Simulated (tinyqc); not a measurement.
Free and nearly free electrons in a metal: one step. Thermal quantities. Three cases, with inputs chosen for the exercise.

Problem. gamma = (pi^2/3) kB^2 D(EF) per atom, times 96485.33 x 1e3 for mJ/(mol K^2); mu(T) = EF (1 - (pi kB T/EF)^2/12); Wiedemann-Franz kappa = L0 T/rho with L0 = (pi^2/3) (kB/e)^2, kB/e in V/K.

Constants: kB = 8.617333262e-05 eV/K.

Case 1.

Values chosen (out of a larger set: near those of Al; not measured data): rho = 2.88 micro-ohm cm (bulk resistivity); T = 300 K.

D(EF) per atom = 0.378786 1/eV
EF = 11.88007 eV

Case 2.

Values chosen (out of a larger set: near those of Ag, whose d bands this model ignores; not measured data): rho = 1.75 micro-ohm cm (bulk resistivity); T = 300 K.

D(EF) per atom = 0.271749 1/eV
EF = 5.51980 eV

Case 3.

Values chosen (out of a larger set: near those of K; not measured data): rho = 7.96 micro-ohm cm (bulk resistivity); T = 320 K.

D(EF) per atom = 0.778834 1/eV
EF = 1.92596 eV

Give: gamma; mu - EF; kappa.

Solution.

Case 1.

gamma = 0.893 mJ/(mol K^2)
mu - EF = -0.0463 meV
kappa = 254 W/(m K)

Case 2.

gamma = 0.641 mJ/(mol K^2)
mu - EF = -0.0996 meV
kappa = 419 W/(m K)

Case 3.

gamma = 1.836 mJ/(mol K^2)
mu - EF = -0.3247 meV
kappa = 98 W/(m K)

Computed by tinyqc, one run a case: `OMP_NUM_THREADS=1 python tinyqc.py N N+1 out.jsonl` with N = 1682448, 1682524, 1682657; one thread of a shared Intel(R) Xeon(R) Processor @ 2.30GHz, about 0.01 s a run at most.
